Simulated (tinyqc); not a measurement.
Mobility of a non-polar semiconductor in the relaxation-time approximation: one step, computed by the program tinyqc.

Each valley is treated as a sphere of mass m_d for states and rates, with one isotropic relaxation time; the conductivity mass m_c sets the current.

Question. Fermi level and screening. Parabolic band: E = hbar^2 k^2/(2 m), speed v = hbar k/m, states per spin, volume and energy g(E) = m k/(2 pi^2 hbar^2). Here m = m_d. Masses are multiplied by m_0 and all formulas are in SI units. The reduced Fermi level eta = E_F/(k_B T) solves n = 2 Z int g f dE with f = 1/(1 + exp(x - eta)) (Z = 1 unless valleys are given); screening length L_s = sqrt(eps_s eps_0 k_B T/(e^2 dn/deta)), dn/deta = 2 Z int g f (1 - f) dE. Integrals over x = E/(k_B T) use 160 Gauss-Legendre points in u = sqrt(x) from 0 to sqrt(max(eta, 0) + 32).

Inputs (values chosen for the exercise, modelled on electrons in diamond):
```
quantity,value,unit
equivalent valleys Z,6,-
static permittivity eps_s,5.7,-
carrier density n,3.9e+14,1/cm^3
temperature T,300,K
```

Band: parabolic. Impurity formula: Brooks-Herring. Further scattering: neutral impurities.

density-of-states mass m_d = 0.4852548 m_0

Constants: k_B = 8.617333262e-05 eV/K; m_0 = 9.1093837015e-31 kg; e = 1.602176634e-19 C; hbar = 1.054571817e-34 J s; eps_0 = 8.8541878128e-12 F/m; k_B = 1.380649e-23 J/K.

Give: reduced Fermi level eta; screening length L_s.

Answer.

reduced Fermi level eta = -11.78

screening length L_s = 144.5 nm

The gas is non-degenerate (eta < -2), and L_s is close to the Debye length.
